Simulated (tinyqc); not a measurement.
# Junction parameters from two forward currents

Question. D(v) = J1 (exp(v/Vt) - 1) + J2 (exp(v/(2 Vt)) - 1). Find J1, J2 and the voltage 2 Vt ln(J2/J1) near which both parts are equal.

Parameters, values chosen for the exercise:
```
symbol  value  unit      meaning
T         300     K  temperature
```

Constants: q = 1.602176634e-19 C, kB = 1.380649e-23 J/K, Vt = kB T/q. Results are converted to the units shown.

junction voltages (V): [0.33, 0.62]
currents (uA/um): [5.9825695e-6, 0.024979594]

Answer. The current is linear in J1 and J2, so two points give two equations.

J1 = 9.00e-13 uA/um
J2 = 9.60e-9 uA/um
crossover = 0.480 V

Numbers from tinyqc (`OMP_NUM_THREADS=1 python tinyqc.py 2182013 2182014 out.jsonl`; about 0.2 s on one thread of a shared Intel Xeon 2.30GHz).
